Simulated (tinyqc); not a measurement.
# One-sided p+-n junction, ionisation integral and breakdown: multiplication against voltage

A p+ layer at x < 0 and an n drift layer from x = 0. Depletion approximation, built-in voltage neglected. Local ionisation coefficients alpha_n = an exp(-(bn/E)^mx), alpha_p = ap exp(-(bp/E)^mx). Electrons move towards +x, holes towards x = 0.

W = sqrt(2 eps0 eps_r V/(q N)), peak field E0 = q N W/(eps0 eps_r), falling linearly to 0 at W. G(x) = integral from 0 to x of (alpha_n - alpha_p); I_n = integral of alpha_n exp(-G) (electrons injected at x = 0), I_p = integral of alpha_p exp(G(end) - G) (holes injected at the far edge); M = 1/(1 - I). Integrals on a fine grid; BV is where I_n = 1. Here BV = 147.243 V; the Miller exponent is n = ln(1 - 1/M)/ln(V/BV).

Values chosen for this exercise; material values close to those of germanium: relative permittivity eps_r = 15.9; prefactor of the electron ionisation coefficient an = 1.53e7 1/cm; field constant for electrons bn = 1.51e6 V/cm; prefactor of the hole ionisation coefficient ap = 9.37e6 1/cm; field constant for holes bp = 1.28e6 V/cm; exponent mx = 1; donor density of the drift layer N = 1e15 cm^-3.

Constants: q = 1.602176634e-19 C, eps0 = 8.8541878128e-14 F/cm where lengths are in cm. Results are converted to the units shown.

Result of one run:
```
V (V),E0 (kV/cm),I_n,I_p,M_n,M_p,"Miller n, electrons","Miller n, holes"
135,175,0.558,0.771,2.26,4.36,6.73,3.00
```

What becomes of these results when the reverse voltage V is changed from 135 to 118 V, all else the same?

Result of the changed run:
```
V (V),E0 (kV/cm),I_n,I_p,M_n,M_p,"Miller n, electrons","Miller n, holes"
118,164,0.235,0.472,1.31,1.89,6.53,3.40
```

The whole series:
```
V (V),E0 (kV/cm),I_n,I_p,M_n,M_p,"Miller n, electrons","Miller n, holes"
58.9,116,0.00227,0.0116,1.00,1.01,6.64,4.86
73.6,129,0.0112,0.0452,1.01,1.05,6.48,4.47
88.3,142,0.0376,0.123,1.04,1.14,6.42,4.10
103,153,0.100,0.262,1.11,1.35,6.44,3.75
118,164,0.235,0.472,1.31,1.89,6.53,3.40
127,170,0.375,0.624,1.60,2.66,6.63,3.18
135,175,0.558,0.771,2.26,4.36,6.73,3.00
141,179,0.744,0.883,3.91,8.58,6.82,2.86
145,182,0.900,0.958,9.96,24.0,6.89,2.77
```

M_n rises from 1.002 to 9.96 and M_p from 1.012 to 24.0; both diverge at BV. The Miller exponent for electrons goes from 6.64 through a minimum of 6.42 (at V = 88.3 among the rows listed) to 6.89 and that for holes falls from 4.86 to 2.77. The larger multiplication belongs to holes, whose coefficient at the peak field of the last row is 2.17 times the other.

Program tinyqc, `OMP_NUM_THREADS=1 python tinyqc.py 2120104 2120105 out.jsonl`; Intel Xeon 2.30GHz, shared host, one thread, about 0.07 s.
